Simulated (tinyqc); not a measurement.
## Reflectance at normal incidence against thickness

Normal incidence on air, film (n1) and substrate (N2 = n2 - i k2): r01 = (1 - n1)/(1 + n1), r12 = (n1 - N2)/(n1 + N2), amplitude (r01 + r12 X)/(1 + r01 r12 X), X = exp(-4 pi i n1 d/lam), R its squared modulus, phase from 0 to 360 degrees.

Values chosen for this exercise: wavelength lam = 405 nm; index of the transparent film n1 = 1.29; index of the substrate n2 = 5.42; extinction coefficient of the substrate k2 = 0.329.

Reflectance at normal incidence against thickness:
```
d (nm),R (%),phase of the reflected amplitude (degrees)
0,47.54,178.7
20,45.14,143.1
40,38.82,102.7
60,31.31,52.75
80,28.31,353.0
100,32.85,294.9
120,40.51,247.4
140,46.07,208.6
160,47.46,173.4
```

What does the table show?

R goes from 47.5 through a minimum of 28.3 (at d = 80 nm among the rows listed) to 47.5 %. At a quarter wave, d = 78.5 nm, R = 28.3 %; for a transparent substrate it would vanish for n1 = sqrt(n2) = 2.33.

tinyqc, about 0.01 s, one thread, Intel Xeon 2.30GHz (shared host): `OMP_NUM_THREADS=1 python tinyqc.py 2870135 2870136 out.jsonl`
